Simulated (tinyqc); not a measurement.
Raising U: Hubbard chain of 3 sites, mean field against exact. Computed by the program tinyqc. Collinear unrestricted mean field (the lowest of 40 random starts) against exact diagonalisation.

one-body matrix (hopping and site energies) (eV):
```
         1        2        3
1   0.0000  -1.6700   0.0000
2  -1.6700   0.0000  -1.6700
3   0.0000  -1.6700   0.0000
```

electrons, up and down: 2  1

Exact and mean-field results (eV):

| U | U/t | E exact | E mean field | mean \|n_up - n_down\| | double occupancy, exact | first gap in the sector |
|---|---|---|---|---|---|---|
| 0.830 | 0.497 | -4.22917 | -4.20997 | 0.367 | 0.189 | 2.246 |
| 1.670 | 1.000 | -3.78012 | -3.70471 | 0.413 | 0.168 | 2.110 |
| 3.340 | 2.000 | -3.03955 | -2.78333 | 0.556 | 0.129 | 1.817 |
| 5.010 | 3.000 | -2.48053 | -2.07550 | 0.729 | 0.096 | 1.543 |
| 6.680 | 4.000 | -2.06423 | -1.61107 | 0.837 | 0.072 | 1.314 |
| 10.020 | 6.000 | -1.51424 | -1.09699 | 0.926 | 0.042 | 0.985 |
| 13.360 | 8.000 | -1.18188 | -0.82827 | 0.958 | 0.026 | 0.777 |
| 20.040 | 12.000 | -0.81288 | -0.55471 | 0.981 | 0.013 | 0.538 |
| 33.400 | 20.000 | -0.49608 | -0.33358 | 0.993 | 4.85e-03 | 0.330 |

What does the comparison show, and why?

In absolute terms mean field is worst at U/t = 4.0, 0.453 eV too high: at small U it is nearly exact, and at large U it misses only exchange-scale energies. Relative to the exact energy its error is 0.5 % at the smallest U, 33 % at most and 33 % at the largest. The double occupancy falls from 0.189 to 0.005; at the largest U the first gap is 0.99 times the exchange scale 4t^2/U.
